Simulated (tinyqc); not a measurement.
Worked calculation: electromigration in a confined line: Blech product, Korhonen stress evolution and Black's law. Computed by tinyqc, a small Python program that keeps every step. Command: `OMP_NUM_THREADS=1 python tinyqc.py 3023511 3023512 out.jsonl emigr walk`. One thread of a shared host (Intel(R) Xeon(R) Processor @ 2.30GHz), about 0.01 s of CPU time with the checks. Intermediate numbers are printed to about 6 digits and carried at full precision; extremes and crossings named in words are read from the listed rows.

The electron wind pushes atoms from the cathode (x = 0) to the anode (x = L); blocking ends build a back stress (tension positive). The input rho is taken not to change with temperature. d sigma/dt = d/dx [kappa (d sigma/dx + G)], with zero flux at both ends and sigma = sigma_0 at t = 0.

Inputs (values chosen for the exercise, close to those used for ruthenium lines):

| quantity | value | unit |
|---|---|---|
| resistivity rho | 12.1 | micro-ohm cm |
| atomic volume Omega | 13.6 | angstrom^3 |
| effective charge number Z* | 1.9 | - |
| prefactor D0 | 8.5e-07 | m^2/s |
| activation energy E | 1.35 | eV |
| effective modulus B | 66 | GPa |
| critical stress sigma_c | 370 | MPa |
| initial stress sigma_0 | 66 | MPa |
| current density j | 5.9 | MA/cm^2 |
| line length L | 15 | um |
| test temperature T | 290 | C |
| time as a fraction of L^2/kappa, s | 0.12 | - |
| use temperature T_u | 125 | C |
| use current density j_u | 0.39 | MA/cm^2 |
| current exponent n | 1 | - |

Start: thermal stress.

Constants: e = 1.602176634e-19 C; k_B = 8.617333262e-05 eV/K; k_B = 1.380649e-23 J/K.

## Driving force and diffusivities

G = Z* e rho j/Omega; D = D0 exp(-E/(k_B T)); kappa = D B Omega/(k_B T); drift velocity of an unconfined line v = D Z* e rho j/(k_B T). SI: 1 micro-ohm cm = 1e-8 ohm m, 1 MA/cm^2 = 1e10 A/m^2. Temperatures in kelvin are T(C) + 273.15.

stress gradient G = 159.795 MPa/um

diffusivity D = 7.04551e-19 m^2/s

kappa = 8.13369e-17 m^2/s

drift velocity = 0.708939 nm/h

## Steady state and Blech product

At steady state sigma(x) = sigma_0 + G (L/2 - x). A void forms only if the cathode stress reaches sigma_c, that is if j L exceeds (j L)_c = 2 Omega (sigma_c - sigma_0)/(Z* e rho). Time scale tau = L^2/kappa.

steady cathode stress = 1264.46 MPa

j L = 8850 A/cm

critical product (j L)_c = 2244.88 A/cm

tau = 768.409 h

j L is 3.94 times the critical product: the line can fail. Caution: a steady stress above sigma_c is formal, since a void forms first.

## Series terms at the cathode

sigma(x, t) = sigma_0 + G L [1/2 - x/L - 4 sum_(m odd) cos(m pi x/L) exp(-m^2 pi^2 s)/(m pi)^2], s = t/tau, summed to m = 399. The terms at x = 0 are 4 exp(-m^2 pi^2 s)/(m pi)^2; tau = L^2/kappa.

terms for m = 1, 3, 5, 7: 0.123995  1.05754e-06  2.24324e-15  5.17647e-28

cathode stress at time s = 967.253 MPa

time t = 92.2091 h

Caution: the stress exceeds sigma_c: a void would already have formed and relaxed it, so the value is formal.

## Stress along the line

Steady state: sigma_0 + G L (1/2 - x/L). Take x/L = 0, 0.1, 0.2, 0.3, 0.4, 0.6, 0.8 and 1.

Stress (MPa):

| x/L | at time s | steady state |
|---|---|---|
| 0.0 | 967.253 | 1264.46 |
| 0.1 | 742.108 | 1024.77 |
| 0.2 | 544.633 | 785.08 |
| 0.3 | 370.694 | 545.38 |
| 0.4 | 213.853 | 305.69 |
| 0.6 | -81.853 | -173.69 |
| 0.8 | -412.633 | -653.08 |
| 1.0 | -835.253 | -1132.46 |

Caution: stresses above sigma_c are formal, since a void forms first.

## Finite line against the semi-infinite law

Semi-infinite line: sigma(0, t) = sigma_0 + 2 G L sqrt(s/pi). One-term form: keep m = 1 alone.

Cathode stress (MPa):

| s | t (h) | full series | semi-infinite | one term |
|---|---|---|---|---|
| 0.002 | 1.53682e+00 | 186.95 | 186.95 | 312.01 |
| 0.005 | 3.84204e+00 | 257.25 | 257.25 | 339.80 |
| 0.01 | 7.68409e+00 | 336.46 | 336.46 | 384.32 |
| 0.02 | 1.53682e+01 | 448.49 | 448.49 | 467.04 |
| 0.05 | 3.84204e+01 | 670.13 | 670.77 | 671.40 |
| 0.1 | 7.68409e+01 | 902.38 | 921.28 | 902.40 |
| 0.2 | 1.53682e+02 | 1129.52 | 1275.55 | 1129.52 |
| 0.4 | 3.07364e+02 | 1245.72 | 1776.56 | 1245.72 |
| 0.8 | 6.14727e+02 | 1264.10 | 2485.10 | 1264.10 |

Among these rows the semi-infinite law holds to 1 % up to s = 0.05 and the one-term form from s = 0.05 on: the far end is felt once sqrt(kappa t) is no longer small against L, and by then the terms with m > 1 have nearly died out. The critical stress 370 MPa is passed between s = 0.01 and 0.02. Caution: rows beyond sigma_c are formal, since a void ends the model there.

## Time to nucleate a void

Solve sigma(0, t) = sigma_c for s; the semi-infinite estimate is t = (pi/kappa) ((sigma_c - sigma_0)/(2 G))^2.

nucleation time = 9.70783 h

semi-infinite estimate = 9.70783 h

The two agree: the void nucleates before the far end is felt, so the time scales as 1/j^2 and not with L.

## Extrapolation by Black's law

Median life t50 = A j^(-n) exp(E/(k_B T)); acceleration factor = t50(use)/t50(test) = (j/j_u)^n exp[(E/k_B)(1/T_u - 1/T)].

current factor = 15.1282

temperature factor = 101573

acceleration factor = 1.53662e+06

At the use current j_u L lies below the critical product, where Black's law does not apply: the line would not fail by this mechanism. Caution: an acceleration factor above a million assumes one mechanism over a range that no test covers. Caution: j_u L lies below the critical product, so the acceleration factor is formal: at use the line would not void.

Checks made by the program: series against a 200-cell finite-volume solution (on the scale of G L) (relative difference 2e-06).
